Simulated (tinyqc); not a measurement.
## Carrier density from the ballistic resistance

Question. A wide ballistic two-dimensional channel with gv valleys has G/W = (2 q^2/h) gv kF/pi and n = gv kF^2/(2 pi). Find kF, n and the Fermi energy C kF^2/m, C = hbar^2/(2 m0).

Inputs (values chosen for the exercise): mass m = 0.21 m0; valleys gv = 2.

Constants: q = 1.602176634e-19 C, hbar = 1.054571817e-34 J s, h = 6.62607015e-34 J s, m0 = 9.1093837015e-31 kg, hbar^2/(2 m0) = 0.0380998212 eV nm^2. Results are converted to the units shown.

R W = 32.873988 ohm um

Solution. kF = pi h/(2 q^2 gv R W).

kF = 0.617 1/nm
n = 1.21e13 cm^-2
Ef = 0.0690 eV

tinyqc, about 0.04 s, one thread, Intel Xeon 2.30GHz (shared host): `OMP_NUM_THREADS=1 python tinyqc.py 2740016 2740017 out.jsonl`
